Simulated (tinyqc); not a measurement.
From results back to parameters: exciton in an atomically thin sheet (Rytova-Keldysh potential). Two cases, with inputs chosen for the exercise.

Problem. The spacing of the 1s and 2s lines was computed from a hidden kap.

Relative motion in the plane with V(k) = -2 pi q/(k (kap + r0 k)), q = e^2/(4 pi eps0), c = hbar^2/2m0. Normalised Gaussians exp(-a_i r^2): with A = a_i + a_j, S_ij = 2 sqrt(a_i a_j)/A, T_ij = (4c/mu)(a_i a_j/A) S_ij, V_ij = -q S_ij times the integral over k from 0 to infinity of exp(-k^2/4A)/(kap + r0 k).

Converged values use 20 Gaussians with exponents 2^i/b^2, i = -11 to 8, b the larger of a0 kap/(2 mu) and sqrt(a0 r0/mu), a0 = 0.5291772 angstrom; p states use r exp(i theta) exp(-a r^2).

Constants: hbar^2/2m0 = 3.80998211 eV angstrom^2; e^2/(4 pi eps0) = 14.39964547 eV angstrom.

Case 1.

Values chosen (out of a larger set: near those of a MoS2 monolayer; not measured data): r0 = 40.9 angstrom (screening length of the sheet).

mu = 0.25662 m0
2s - 1s = 301.37 meV

Case 2.

Values chosen (out of a larger set: near those of a MoSe2 monolayer; not measured data): r0 = 48.5 angstrom (screening length of the sheet).

mu = 0.27614 m0
2s - 1s = 134.60 meV

Find: kap; 1s binding.

Solution. The spacing falls steadily as kap grows, so bisection on kap finds one value; the binding follows from the same solution.

Case 1.

kap = 1.00
1s binding = 565 meV

Case 2.

kap = 4.50
1s binding = 181 meV

Computed by tinyqc, one run a case: `OMP_NUM_THREADS=1 python tinyqc.py N N+1 out.jsonl` with N = 1281080, 1281106; one thread of a shared Intel(R) Xeon(R) Processor @ 2.30GHz, about 0.03 s a run at most.
